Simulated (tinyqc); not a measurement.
# From growth rate G back to germane pressure p_G

Model: microkinetic model of low-temperature epitaxy from hydride gases: adsorption, hydrogen desorption and rate control. Computed by tinyqc, a small Python program. Command: `OMP_NUM_THREADS=1 python tinyqc.py 3029237 3029238 out.jsonl hepi inv`. One thread of a shared host (Intel(R) Xeon(R) Processor @ 2.30GHz), about 0.06 s of CPU time with the checks.

Each hydride molecule needs two free sites and leaves four hydrogen atoms, of which two leave at once as H2; theta is the hydrogen coverage, the site density is 6.78 per nm^2 and one layer is 1.358 angstrom thick.

Inputs (values chosen for the exercise, close to those used for silane and germane on Si(001)): silane pressure p_S = 2.2 Pa; sticking prefactor of silane s0 = 0.15; adsorption barrier E_s = 0.15 eV; desorption prefactor nu_d = 8.7e+12 1/s; desorption energy on silicon E_d = 1.98 eV; hydrogen carrier pressure p_H = 560 Pa; sticking of hydrogen s_H = 2.6e-07; temperature T = 560 C; sticking ratio of germane to silane r_G = 2.5; lowering of E_d per unit germanium fraction, dE = 0.59 eV.

Film: silicon-germanium. Order of hydrogen desorption: first.

Constants: k_B = 8.617333262e-05 eV/K; u = 1.6605390666e-27 kg; k_B = 1.380649e-23 J/K.

Method:
- Flux per site F = p/(sqrt(2 pi M k_B T) x 6.78e18 per m^2), M = 32.12 u (silane), 76.63 u (germane), 2.016 u (hydrogen); s = s0 exp(-E_s/(k_B T)); k_S = s F_S, k_G = r_G s F_G; germanium fraction x = k_G/(k_S + k_G); k = k_S + k_G; k_H = s_H F_H; k_d = nu_d exp(-(E_d - dE x)/(k_B T)).
- Temperatures in kelvin are T(C) + 273.15.
- With k the hydride and k_H the hydrogen adsorption rate on free pairs and k_d the desorption rate, steady state: 2 (k + k_H)(1 - theta)^2 = k_d theta; growth rate R = k (1 - theta)^2 layers/s; 1 layer/s = 8.148 nm/min.
- With c = 2 (k + k_H)/k_d the free share is 1 - theta = 2/(1 + sqrt(1 + 4c)).

Task: A run gave the result below. Find the germane pressure p_G, known to lie between 0.019 and 0.038 Pa.

growth rate G = 34.17237 nm/min

Result:

Each step takes the trial c = (a f_b - b f_a)/(f_b - f_a), f being the result less the target and a, b, c the logarithms of the listed values; c replaces end b, the old b replaces a if the sign of f changed, and otherwise f_a is halved.

Scan of the range:
```
germane pressure p_G (Pa)  growth rate G (nm/min)
0.0190                                    32.9022
0.0213                                    33.3055
0.0239                                    33.7655
0.0269                                    34.3015
0.0302                                    34.8978
0.0339                                    35.5745
0.0380                                    36.3346
```

False position (Illinois rule, in the logarithm of the input) inside the bracket:
```
step      end a      end b      trial  growth rate G (nm/min)
1     0.0239000  0.0269000  0.0261443                 34.1660
2     0.0269000  0.0261443  0.0261795                 34.1723
3     0.0269000  0.0261795  0.0261805                 34.1725
4     0.0261795  0.0261805  0.0261800                 34.1724
```

Growth rate G rises at every point of a 13-point scan of the range (every second point is shown), so one value fits; it is bracketed by 0.0239 and 0.0269. Answer: germane pressure p_G = 0.02618 Pa.
